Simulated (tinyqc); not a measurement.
The same scatterer in wider strips: conductance of a narrow metal strip with scatterers (square lattice, Green functions).

A strip of W sites across with hard walls, site energy 0 and hopping -t. Mode n = 1 to W has profile chi_n(j) = sqrt(2/(W + 1)) sin(n j pi/(W + 1)) and energy en = -2t cos(n pi/(W + 1)); E = en - 2t cos(kn a). With z_n = exp(i kn a) (Im k > 0 for closed modes, |z| < 1) each lead gives the self-energy -t z_n in mode n. One column carries the site energies v, here a notch at the edge (a site raised out of reach). In the mode basis V_nm = sum_j chi_n(j) v_j chi_m(j), G = (E - en + 2 t z_n - V)^-1, and t_nm = 2t sqrt(sin(kn a) sin(km a)) G_nm in size for open modes. T = sum |t_nm|^2, conductance (2e^2/h) T.

Constants: e^2/h = 3.874045865e-05 S.

Inputs chosen for the exercise (hopping and spacing of the size met in Cu or Al; the lattice is a model; the results hold for these values, not for the real material):
- t = 1.36 eV (hopping)
- a = 2.89 angstrom (spacing)
- E = -2.09 eV (Fermi energy)
- v = (50, 0, 0, 0) eV (site energies in the scattering column)

Width (W + 1) a; the strength is the entry of v largest in size. The notch stays one site deep. Added resistance (1/T - 1/M)/(2 e^2/h), M the number of open modes.

Against width:
```
W   width (angstrom)   M        T     T/M  added resistance (ohm)
3               11.6   2   1.0708  0.5354                  5599.7
4               14.4   2   1.7936  0.8968                   742.5
5               17.3   3   2.2054  0.7351                  1550.2
6               20.2   4   3.0113  0.7528                  1059.4
8               26.0   5   4.0848  0.8170                   578.4
10              31.8   6   5.1684  0.8614                   346.1
14              43.4   8   7.3503  0.9188                   142.6
20              60.7  12  11.0901  0.9242                    88.2
```

The added resistance is 5600 ohm at W = 3 and 88.2 at W = 20; from W = 10 to 20 it changes by a factor 0.25, where 1/M gives 0.50 and 1/M^2 gives 0.25. A point scatterer removes at most one unit of M (here 0.21 to 0.99), so its resistance is at most 1/(M (M - 1)) in units of h/2e^2, without bound for M = 1, with jumps where modes open or where the site sits near a node of the open modes; the largest value is at W = 3 (5600 ohm).

(tinyqc, `OMP_NUM_THREADS=1 python tinyqc.py 1481140 1481141 out.jsonl`, Intel(R) Xeon(R) Processor @ 2.30GHz, 1 thread, shared host, about 0.01 s.)
